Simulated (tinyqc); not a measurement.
Sampled drift against the exact one: kinetic Monte Carlo and master equation for a particle on a ring of sites with traps and bias. Computed by tinyqc, a small Python program. Command: `OMP_NUM_THREADS=1 python tinyqc.py 3025337 3025338 out.jsonl kmc walk`. One thread of a shared host (Intel(R) Xeon(R) Processor @ 2.30GHz), about 0.06 s of CPU time with the checks.

8 sites on a ring, numbered 1 to 8. The saddle between i and i+1 lies at E0 + s b_i and site i at s eps_i; a force F tilts the landscape, with the saddle half-way.

Inputs (values chosen for the exercise, for a model defect):

| quantity | value | unit |
|---|---|---|
| reference barrier E0 | 0.73 | eV |
| scale factor s of the disorder | 1 | - |
| attempt frequency nu | 1.6 | THz |
| temperature T | 770 | K |
| site spacing a | 2.4 | angstrom |
| force F along the ring | 0.0022 | eV/angstrom |
| seed of the random numbers | 916907 | - |

Disorder: both.

site energies eps_i (eV): -0.13  -0.19  -0.16  0  -0.11  0  -0.11  0

saddle shifts b_i between sites i and i+1 (eV): 0.0086  -0.037  0.00097  0.038  -0.015  0.0041  -0.097  0.073

Constants: k_B = 8.617333262e-05 eV/K.

Method:
- Rates: k(i to i+1) = nu exp(-(E0 + s b_i - s eps_i - F a/2)/(k_B T)), k(i to i-1) = nu exp(-(E0 + s b_(i-1) - s eps_i + F a/2)/(k_B T)).
- Share right = k right/(k right + k left); mean stay = 1/(k right + k left).
- Master equation dP/dt = W P, W_(i+1,i) = k right, W_(i-1,i) = k left, columns summing to zero. The steady state is its null vector; drift v = a sum P_i (k right - k left). D = a^2 lambda''(0)/2, where lambda(q) is the leading eigenvalue of W with right hops weighted by exp(q) and left hops by exp(-q).
- The slowest relaxation rate is minus the real part of the next eigenvalue of W. 1 angstrom = 1e-8 cm.
- 400 independent walkers start on sites drawn with weights P_i (k right + k left), the steady shares of hops (random numbers not printed); the estimate is total displacement over total time, with its standard error from the spread between walkers.

occupations P_i: 0.140933  0.348444  0.230947  0.020981  0.105923  0.020717  0.109742  0.022313

drift velocity v = 0.00703421 cm/s

Drift from sampling:

| hops per walker | estimate (cm/s) | standard error (cm/s) | deviation in standard errors |
|---|---|---|---|
| 10 | 0.010480 | 0.0036309 | 0.9489 |
| 30 | 0.009303 | 0.0019889 | 1.1409 |
| 100 | 0.007942 | 0.0010796 | 0.8411 |
| 300 | 0.007323 | 0.0006312 | 0.4569 |
| 1000 | 0.007520 | 0.0003591 | 1.3539 |
| 3000 | 0.007204 | 0.0002140 | 0.7932 |

The exact drift is 0.007034 cm/s. The standard error falls by a factor 3.01 from 100 to 1000 hops (sqrt10 = 3.16), and in the last row it is 3.0 % of the drift: a weak force is hard to see under thermal hops, which is why such runs use the Einstein relation instead.

Extremes, crossings and ranges named in words are read from the listed rows.
